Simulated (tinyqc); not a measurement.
## MOS inversion layer, Poisson-Schroedinger loop: effect of the sheet density of electrons

Electrons confined at an insulator interface at z = 0, treated as a hard wall; parabolic valleys, Hartree approximation, no image or exchange terms. The depletion charge lies far deeper than the electrons and gives a uniform field q Nd/(eps0 eps_r); the gate balances all charge. Energies are counted from the band edge at the interface.

Schroedinger equation -(C/mz) psi'' + (V0 + U) psi = E psi, C = hbar^2/(2 m0), psi(0) = 0, on a uniform mesh of 800 nodes with a far wall at 27 nm, 8 levels a set; V0 = q Nd z/(eps0 eps_r); dU/dz = q (Ns - integral of n from 0 to z)/(eps0 eps_r), U(0) = 0; N_k = g md m0 q Vt/(pi hbar^2) ln(1 + exp((EF - E_k)/Vt)), g the number of valleys of the set, sum N_k = Ns. Triangular well: E_k = a_k (C F^2/mz)^(1/3), a_1 = 2.338107, a_2 = 4.087949, C = hbar^2/(2 m0), F in eV/nm. Fang-Howard (all electrons in the lowest level of set A): b^3 = 6 (mz1/C) q (Nd + 11 Ns/32)/(eps0 eps_r), centroid 3/b, level C b^2/(4 mz1) + (3/b) q (Nd + 11 Ns/16)/(eps0 eps_r). The centroid adds 3.9 z_av/eps_r to an oxide-equivalent thickness. Shares under 0.0001 % are printed as 0.

Parameters, values chosen for the exercise; masses and permittivity close to those of silicon (111): temperature T = 400 K; relative permittivity eps_r = 11.6; mass along z of valley set A (6 valley(s)) mz1 = 0.261 m0; in-plane density-of-states mass of set A md1 = 0.351 m0; sheet density of depletion charge Nd = 8e11 cm^-2.

Constants: q = 1.602176634e-19 C, kB = 1.380649e-23 J/K, hbar = 1.054571817e-34 J s, m0 = 9.1093837015e-31 kg, Vt = kB T/q, eps0 = 8.8541878128e-14 F/cm where lengths are in cm, hbar^2/(2 m0) = 0.0380998212 eV nm^2. Results are converted to the units shown.

Result of one run:
```
Ns (cm^-2),A1 (meV),A2 (meV),EF (meV),share of A1 (%),share of A2 (%),centroid z_av (nm),added oxide equivalent (nm),Fang-Howard centroid (nm)
2.1e12,140,208,42.9,83.5,11.8,3.38,1.13,3.02
```

What becomes of these results when the sheet density of electrons Ns is changed from 2.1e12 to 9.7e11 cm^-2, all else the same?

Result of the changed run:
```
Ns (cm^-2),A1 (meV),A2 (meV),EF (meV),share of A1 (%),share of A2 (%),centroid z_av (nm),added oxide equivalent (nm),Fang-Howard centroid (nm)
9.7e11,104,163,-22.4,79.5,14.3,3.83,1.29,3.34
```

The whole series:
```
Ns (cm^-2),A1 (meV),A2 (meV),EF (meV),share of A1 (%),share of A2 (%),centroid z_av (nm),added oxide equivalent (nm),Fang-Howard centroid (nm)
1e11,70.5,121,-137,74.6,17.1,4.42,1.48,3.70
2.1e11,75.1,127,-106,75.4,16.7,4.32,1.45,3.64
4.5e11,84.6,139,-69.4,76.9,15.9,4.14,1.39,3.53
9.7e11,104,163,-22.4,79.5,14.3,3.83,1.29,3.34
2.1e12,140,208,42.9,83.5,11.8,3.38,1.13,3.02
4.4e12,203,284,134,88.1,8.72,2.84,0.955,2.63
9.4e12,313,416,275,92.7,5.47,2.28,0.767,2.19
2e13,500,632,496,96.2,2.89,1.79,0.600,1.76
```

As Ns goes from 1e11 to 2e13, A1 rises from 70.5 to 500 meV, the share of A1 rises from 74.6 to 96.2 % and the centroid falls from 4.42 to 1.79 nm. A1 goes as Ns^(0.62) between the last two rows (a triangular well in the field of that charge alone gives 2/3). The Fang-Howard centroid is 16 % below the full one in the first row, where A1 holds 74.6 %, and 1.3 % below it in the last, where A1 holds 96.2 %.

Numbers from tinyqc (`OMP_NUM_THREADS=1 python tinyqc.py 2160024 2160025 out.jsonl`; about 0.5 s on one thread of a shared Intel Xeon 2.30GHz).
